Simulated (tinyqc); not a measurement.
Electrons shared among three sets of ellipsoidal valleys, step by step. Values are carried at full precision from step to step, so a last printed digit may differ when a step is redone from the rounded ones.

Constants: hbar^2/2m0 = 3.80998211 eV angstrom^2; kB = 8.617333262e-05 eV/K.

Parameters, chosen for this exercise (masses and offsets near those of Si; mobilities are free inputs, held fixed; shifted at random, so the results belong to these values and not to a real crystal): ml = (0.916, 0.916, 1.681) m0 (longitudinal masses of Delta2, Delta4, L); mt = (0.181, 0.181, 0.1203) m0 (transverse masses); M = (2, 4, 4) (valleys in each set); T = 200 K; dE = (0, 0.098, 1.01) eV (edges of Delta2, Delta4, L above the first, the first two split by strain); n = 5.5e+19 1/cm^3 (total electron density); mu = (1500, 1100, 490) cm^2/(V s) (mobility of each set, for current in the plane normal to the Delta2 axis).

## Masses of each set

One valley: m_d = (ml mt^2)^(1/3). Whole set: m_de = M^(2/3) m_d. Mean over three axes: 1/m_c = (1/ml + 2/mt)/3. Anisotropy K = ml/mt.

m_d, m_de, m_c (m0) and K of each set:
```
set        m_d    m_de     m_c      K
Delta2  0.3108  0.4933  0.2471   5.06
Delta4  0.3108  0.7831  0.2471   5.06
L       0.2898  0.7301  0.1742  13.97
```

m_de/m_c is 2.00 for Delta2, 3.17 for Delta4, 4.19 for L: many anisotropic valleys give many states at a light conductivity mass. m_c is the mean over three axes; a set that holds only some of the equivalent valleys conducts with a mass that depends on direction.

## Effective densities of states

N_i = M_i times N = 2 (m kB T/(4 pi c))^(3/2) with c = hbar^2/2m0, in 1/angstrom^3; times 1e24 for 1/cm^3, with m = (ml mt^2)^(1/3).

kT = 0.017235 eV

N_i (1/cm^3): Delta2 4.7325e+18, Delta4 9.4650e+18, L 8.5221e+18

## Fermi level and populations

F_j(eta) = (1/Gamma(j + 1)) integral_0^infinity x^j dx/(1 + exp(x - eta)), which tends to exp(eta) for eta << 0.

Solve n = sum_i N_i F_1/2((EF - dE_i)/kT), energies from the edge of the first set.

EF = 0.0957 eV

eta_i: Delta2 5.55, Delta4 -0.13, L -53.05

n_i (1/cm^3): Delta2 4.85e+19, Delta4 6.50e+18, L 7.77e-05

shares: Delta2 0.8818, Delta4 0.1182, L 0.0000

Delta2 holds most electrons (88.2 %). Boltzmann weights N_i exp(-dE_i/kT) would give Delta4 a share of 0.0067.

## Drift and Hall mobility of the mixture

With f_i the shares, mu_drift = sum f_i mu_i; low-field Hall mobility mu_H = sum f_i mu_i^2/mu_drift (scattering and anisotropy factors set to 1); the Hall density is n mu_drift/mu_H; rho = 1/(e n mu_drift), e = 1.602176634e-19 C.

mu_drift = 1453 cm^2/(V s)
mu_H = 1464 cm^2/(V s)
Hall density = 5.46e+19 1/cm^3
rho = 7.81e-05 ohm cm

A Hall measurement would read 99.2 % of the true density. The mobilities are of the size met in pure crystals; at this density impurities would cut them and raise rho, by a factor of two to ten or more depending on crystal and density.

## Checks

- Share of Delta4 at n = 1e10 1/cm^3 against the Boltzmann weight: both 0.006739.

Run: tinyqc, `OMP_NUM_THREADS=1 python tinyqc.py 1680323 1680324 out.jsonl`; Intel(R) Xeon(R) Processor @ 2.30GHz, one thread, shared host; about 0.01 s of CPU time with all checks.
